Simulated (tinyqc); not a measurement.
Inside a calculation. Model: Schottky emission and Poole-Frenkel conduction in an insulator, and how to tell them apart.

Program tinyqc, `OMP_NUM_THREADS=1 python tinyqc.py 2370124 2370125 out.jsonl`; Intel Xeon 2.30GHz, shared host, one thread, about 0.01 s. Printed values are rounded.

Schottky emission (electrode-limited): J = As T^2 exp[-(pb - b sqrt(F))/Vt], b = sqrt(q/(4 pi eps0 ei)). Poole-Frenkel emission (bulk-limited): J = s0 F exp[-(pt - 2 b sqrt(F))/Vt]. F in V/cm.

Values chosen for this exercise; dielectric values close to those of hafnium oxide: temperature T = 400 K; high-frequency relative permittivity ei = 4.03; static relative permittivity es = 22.9; trap depth pt = 0.94 eV; Poole-Frenkel prefactor s0 = 0.068 S/cm; electrode barrier pb = 0.93 eV; Richardson constant As = 43 A/(cm^2 K^2); field F = 2.3 MV/cm.

Constants: q = 1.602176634e-19 C, kB = 1.380649e-23 J/K, Vt = kB T/q, eps0 = 8.8541878128e-14 F/cm where lengths are in cm. Results are converted to the units shown.

Range of the model: At the field F a Fowler-Nordheim estimate for tunnelling through pb (mass 0.4 m0) gives 1.1 A/cm^2, more than Schottky emission.

## Both currents at one field

Lowerings b sqrt(F) and 2 b sqrt(F); the image-force maximum lies at sqrt(q/(16 pi eps0 ei F)) from the electrode.

Schottky lowering = 286.6733 meV
position of the barrier top = 0.6232029 nm
Poole-Frenkel lowering = 573.3467 meV
J, Schottky = 0.05395469 A/cm^2
J, Poole-Frenkel = 3.754984 A/cm^2

Injection and bulk transport act in series, so the smaller capacity limits the current: here the electrode, by a factor of 69.6.

## Which mechanism made these data

```
point  F (MV/cm)  J (A/cm^2)
0           0.87    0.002854
1           1.52      0.0148
2           2.17     0.05526
3           2.83       0.174
4           3.48      0.4753
```

The data come from another sample of the same dielectric, in which one mechanism alone limits the current. Fit straight lines by least squares: ln J on sqrt(F) (Schottky plot, slope b/Vt) and ln(J/F) on sqrt(F) (Poole-Frenkel plot, slope 2 b/Vt), F in V/cm, and read a permittivity from each slope. The right mechanism gives a value near ei, and in any case between ei and es.

slope of the Schottky plot = 0.005484085 (cm/V)^0.5
permittivity read as Schottky = 4.029746
slope of the Poole-Frenkel plot = 0.004003073 (cm/V)^0.5
permittivity read as Poole-Frenkel = 30.25235

Both plots are nearly straight, so straightness decides nothing. Read as Schottky the data give 4.03, which matches ei = 4.03; read as Poole-Frenkel they give 30.3, above even the static value 22.9. The data were made by Schottky emission.
